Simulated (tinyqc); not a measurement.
From results back to parameters: Shockley-Read-Hall recombination through one deep level. Four cases, with inputs chosen for the exercise.

Problem. Deep-level transient spectroscopy: the emission rate is en = gam sigma T^2 exp(-dE/kB T), dE = Ec - Et. Two rates were computed from hidden dE and sigma.

Constants: kB = 8.617333262e-05 eV/K.

Find: ln(en/T^2) at T1 and T2; dE; sigma.

Method. ln(en/T^2) against 1/T is a line of slope -dE/kB and intercept ln(gam sigma); plotting ln en alone would overstate dE by about 2 kB T.

Case 1.

Values chosen (out of a larger set: gap and densities of states near those of Si at this temperature; not measured data):
- gam = 6.4e+21 1/(cm^2 s K^2) (vth Nc/T^2, which does not depend on T)
- T1 = 100 K
- T2 = 111 K

en(T1) = 50.4650 1/s
en(T2) = 664.474 1/s

Solution.

ln(en/T^2) at T1 and T2: -5.2891  -2.9201

dE = 0.206 eV
sigma = 1.9e-14 cm^2

Case 2.

Values chosen (out of a larger set: gap and densities of states near those of GaAs at this temperature; not measured data):
- gam = 6e+19 1/(cm^2 s K^2) (vth Nc/T^2, which does not depend on T)
- T1 = 191 K
- T2 = 222 K

en(T1) = 0.638363 1/s
en(T2) = 24.8197 1/s

Solution.

ln(en/T^2) at T1 and T2: -10.9534  -7.5937

dE = 0.396 eV
sigma = 8.2e-15 cm^2

Case 3.

Values chosen (out of a larger set: gap and densities of states near those of Si at this temperature; not measured data):
- gam = 3.9e+21 1/(cm^2 s K^2) (vth Nc/T^2, which does not depend on T)
- T1 = 180 K
- T2 = 202 K

en(T1) = 1.68372 1/s
en(T2) = 29.0967 1/s

Solution.

ln(en/T^2) at T1 and T2: -9.8649  -7.2459

dE = 0.373 eV
sigma = 3.7e-16 cm^2

Case 4.

Values chosen (out of a larger set: gap and densities of states near those of Si at this temperature; not measured data):
- gam = 7.4e+21 1/(cm^2 s K^2) (vth Nc/T^2, which does not depend on T)
- T1 = 249 K
- T2 = 288 K

en(T1) = 235.601 1/s
en(T2) = 8078.97 1/s

Solution.

ln(en/T^2) at T1 and T2: -5.5728  -2.3289

dE = 0.514 eV
sigma = 1.3e-14 cm^2

Computed by tinyqc, one run a case: `OMP_NUM_THREADS=1 python tinyqc.py N N+1 out.jsonl` with N = 1651301, 1651310, 1651332, 1651355; one thread of a shared Intel(R) Xeon(R) Processor @ 2.30GHz, about 0.01 s a run at most.
